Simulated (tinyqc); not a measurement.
Two-band tight binding of a puckered layer, step by step. Values are carried at full precision from step to step, so a last printed digit may differ when a step is redone from the rounded ones.

With X = kx ax/2 and Y = ky ay/2: h = t2 + 2 cos(Y) (t1 exp(iX) + t3 exp(-iX)) + t5 exp(2iX), d = 4 t4 cos(X) cos(Y), H = [[d, h], [h*, d]], E = d -/+ |h|.

Constants: hbar^2/2m0 = 3.80998211 eV angstrom^2.

Inputs chosen for the exercise (near a published set for monolayer black phosphorus; the results hold for these values, not for the real material): ax = 4.37 angstrom (period along x (armchair)); ay = 3.32 angstrom (period along y (zigzag)); t1 = -1.218 eV (along the zigzag); t2 = 3.613 eV (across the pucker); t3 = -0.2 eV (second in the sheet); t4 = -0.11 eV (same sublattice); t5 = -0.058 eV (far across); k = (0.12, 0.49) 1/angstrom (wave vector).

## One k point

Form X, Y, h, d and the levels.

X, Y (rad): 0.26220  0.81340

h = 1.6810-0.3916i eV
d = -0.2920 eV

levels (eV): -2.0179  1.4340

## Expansion about Gamma

h = h0 + i chi kx + gx kx^2 + gy ky^2 and d = 4 t4 + ex kx^2 + ey ky^2, with h0 = t2 + 2 t1 + 2 t3 + t5, chi = ax (t1 - t3 + t5), gx = -ax^2 ((t1 + t3)/4 + t5/2), gy = -ay^2 (t1 + t3)/4, ex = -t4 ax^2/2, ey = -t4 ay^2/2. The gap is 2 h0.

h0 = 0.7190 eV
gap = 1.4380 eV
chi = -4.7021 eV angstrom

gx, gy, ex, ey (eV angstrom^2): 7.3237  3.9074  1.0503  0.6062

## Masses

Electrons: c/(ex + gx + chi^2/(2 h0)) along x, c/(ey + gy) along y; holes: the same with -ex and -ey; c = hbar^2/2m0. The coefficients stand in the order gx, gy, ex, ey.

masses (m0):
```
               x       y
electron  0.1604  0.8441
hole      0.1760  1.1541
```

density-of-states mass sqrt(mx my) (m0): electron 0.3680, hole 0.4507

my/mx: electron 5.26, hole 6.56

Along x the term chi^2/(2 h0) = 15.38 eV angstrom^2 couples the bands and makes both carriers light; along y it is absent.

## Checks

- Electron mass along x against a finite difference of the band: both 0.1604.

Computed by tinyqc, a small Python program: `OMP_NUM_THREADS=1 python tinyqc.py 1450731 1450732 out.jsonl` (the numbers bound the seed that draws the inputs); one thread of a shared host (Intel(R) Xeon(R) Processor @ 2.30GHz), about 0.01 s for the whole set of steps.
